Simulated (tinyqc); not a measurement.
Vacuum evaporation: vapour pressure, source flux, thickness distribution, purity and step coverage. Which input was changed? Computed by tinyqc, a small Python program. Command: `OMP_NUM_THREADS=1 python tinyqc.py 3113139 3113140 out.jsonl evap which`. One thread of a shared host (Intel(R) Xeon(R) Processor @ 2.30GHz), about 0.03 s of CPU time with the checks.

Molecular flow, unit sticking of the metal, no re-evaporation. The background gas is taken as water vapour (18.015 g/mol, collision diameter 0.37 nm) at 300 K.

Inputs (values chosen for the exercise, modelled on gallium, with constants for the liquid):

| quantity | value | unit |
|---|---|---|
| molar mass M | 69.72 | g/mol |
| film density rho | 5.91 | g/cm^3 |
| vapour-pressure constant A | 10.68 | - |
| vapour-pressure constant B | 13940 | K |
| source temperature T | 1270 | K |
| source area | 1.8 | cm^2 |
| directionality n | 2 | - |
| source-to-wafer distance h | 54 | cm |
| wafer radius R | 15 | cm |

Constants: u = 1.6605390666e-27 kg; k_B = 1.380649e-23 J/K; R = 8.314462618 J/(mol K).

Method:
- log10(p_v/Pa) = A - B/T; flux from the surface Phi = p_v/sqrt(2 pi m k_B T), m = M u.
- Mass loss = Phi x area x m; heat of evaporation = ln(10) R B; d ln Phi/dT = ln(10) B/T^2 - 1/(2 T).
- A small source emits (n + 1) Phi area cos^n(phi)/(2 pi) per solid angle; on a parallel plane at height h and lateral distance l the arrival rate is (n + 1) Phi area/(2 pi h^2) x (1 + (l/h)^2)^(-(n + 3)/2). Growth rate = arrival rate x m/rho, m = M u. The wafer is fixed and centred above the source.

Task: One of these inputs alone was changed, within the range given: source-to-wafer distance h (27 to 108); wafer radius R (7.5 to 30); directionality n (1 to 4); vapour-pressure constant B (6970 to 2.788e+04). Which one, and to what value?

Results:

| run | non-uniformity (max - min)/(max + min) (%) | share of the material that lands on the wafer, 1 - (1 + (R/h)^2)^(-(n + 1)/2) (%) | growth rate at the centre (nm/s) |
|---|---|---|---|
| before | 9.26441 | 10.55020 | 0.02583633 |
| after | 15.93143 | 17.53693 | 0.02583633 |

Result:

Each candidate set to reproduce non-uniformity (max - min)/(max + min), and what it then gives:

| candidate | range searched | value needed | share of the material that lands on the wafer, 1 - (1 + (R/h)^2)^(-(n + 1)/2) (%) | growth rate at the centre (nm/s) |
|---|---|---|---|---|
| source-to-wafer distance h (cm) | 27 to 108 | 40.50 | 17.537 | 0.045931 |
| wafer radius R (cm) | 7.5 to 30 | 20.00 | 17.537 | 0.025836 |
| directionality n | 1 to 4 | out of reach | - | - |
| vapour-pressure constant B (K) | 6970 to 2.788e+04 | no effect | - | - |

Only wafer radius R fits every result: it went from 15 to 20.0 cm. The next best candidate, source-to-wafer distance h, misses one result by 78 %.
